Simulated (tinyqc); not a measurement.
Rapid thermal processing of a wafer: radiative balance, ramp and cooling, pattern effects, pyrometer error and spike budget: one step, computed by the program tinyqc. Command: `OMP_NUM_THREADS=1 python tinyqc.py 3110133 3110134 out.jsonl rtp walk`. One thread of a shared host (Intel(R) Xeon(R) Processor @ 2.30GHz), about 0.05 s of CPU time with the checks.

The wafer is opaque and uniform through its thickness unless said otherwise; temperatures in formulas are in kelvin (C + 273.15). sigma = 5.670374419e-12 W/(cm^2 K^4).

Question. Pattern effect. At steady state a sinusoidal change of absorbed power of relative amplitude a and period p gives the temperature amplitude a q/(dq/dT + k d (2 pi/p)^2); healing length l = sqrt(k d/(dq/dT)); process change = E_a dT/(k_B T^2). Emissivity is taken as unchanged.

Inputs (values chosen for the exercise, modelled on a hot silicon wafer):
```
quantity,value,unit
wafer thickness d,525,micrometre
thermal conductivity k,0.26,W/(cm K)
wall temperature T_w,350,K
process temperature,607,C
relative change of absorptivity over a pattern,10,%
period of the pattern,29,mm
activation energy of the process E_a,3.46,eV
```

dq/dT = 13.63124 mW/(cm^2 K)

holding power q = 4.912753 W/cm^2

Constants: k_B = 8.617333262e-05 eV/K.

Give: healing length l; amplitude without lateral conduction; amplitude; change of the process rate.

Answer.

healing length l = 10.01 mm

amplitude without lateral conduction = 36.04 K

amplitude = 6.322 K

change of the process rate = 32.77 %

Lateral conduction cuts the amplitude to 18 %, since p/(2 pi l) = 0.46.
